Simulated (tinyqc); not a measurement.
Biaxially strained (001) channel, valley splitting in an inversion layer: effect of the temperature.

A thin layer grown on a relaxed buffer is stretched in the plane. The two valleys with their long axis along the growth direction (D2) sink against the four in-plane ones (D4); confinement in a triangular well splits them too. Only the lowest subband of each set is kept; one relaxation time, so the weakening of intervalley scattering is left out.

e_par = b1 x, e_perp = -2 (c12/c11) e_par, splitting D = Xu (e_par - e_perp), in-plane stress (c11 + c12 - 2 c12^2/c11) e_par. Levels E(m) = 2.33811 (hbar^2 q^2 F^2/(2 m))^(1/3): E2 = E(ml), E4 = E(mt) + D; N2 = 2 mt kB T/(pi hbar^2), N4 = 4 sqrt(mt ml) kB T/(pi hbar^2). EF solves Ns = N2 ln(1 + exp((EF - E2)/Vt)) + N4 ln(1 + exp((EF - E4)/Vt)); f2 is the share in D2, and 1/mc = f2/mt + (1 - f2)(1/mt + 1/ml)/2. The gain is mc(x = 0)/mc.

Inputs (values chosen for the exercise); values close to those of silicon on relaxed silicon-germanium:
```
symbol,value,unit,meaning
x,0.25,,germanium share of the relaxed buffer
b1,0.0418,,lattice mismatch per unit x
c11,165,GPa,elastic constant
c12,63.9,GPa,elastic constant
Xu,8.89,eV,shear deformation potential
ml,0.906,m0,longitudinal mass
mt,0.187,m0,transverse mass
F,0.86,MV/cm,confining field
Ns,1.8e12,cm^-2,inversion density
```

Constants: q = 1.602176634e-19 C, kB = 1.380649e-23 J/K, hbar = 1.054571817e-34 J s, m0 = 9.1093837015e-31 kg, Vt = kB T/q, hbar^2/(2 m0) = 0.0380998212 eV nm^2. Results are converted to the units shown.

The same in every row: D (meV) = 164.86.

Effect of the temperature:
```
T (K)  f2 without strain       f2  mc (m0)    gain
150              0.99853   1.0000  0.18700  1.0006
195              0.99085   1.0000  0.18700  1.0036
240              0.97175  0.99999  0.18700  1.0113
285              0.94029  0.99992  0.18701  1.0242
330              0.89938  0.99965  0.18703  1.0414
375              0.85330  0.99892  0.18708  1.0614
420              0.80585  0.99737  0.18720  1.0823
465              0.75965  0.99463  0.18740  1.1031
```

What does the comparison show?

As T goes from 150 to 465 K, f2 falls from 1.00 to 0.995 (without strain: it falls from 0.999 to 0.760) and the gain rises from 1.00 to 1.10.

Program tinyqc, `OMP_NUM_THREADS=1 python tinyqc.py 2530172 2530173 out.jsonl`; Intel Xeon 2.30GHz, shared host, one thread, about 0.02 s.
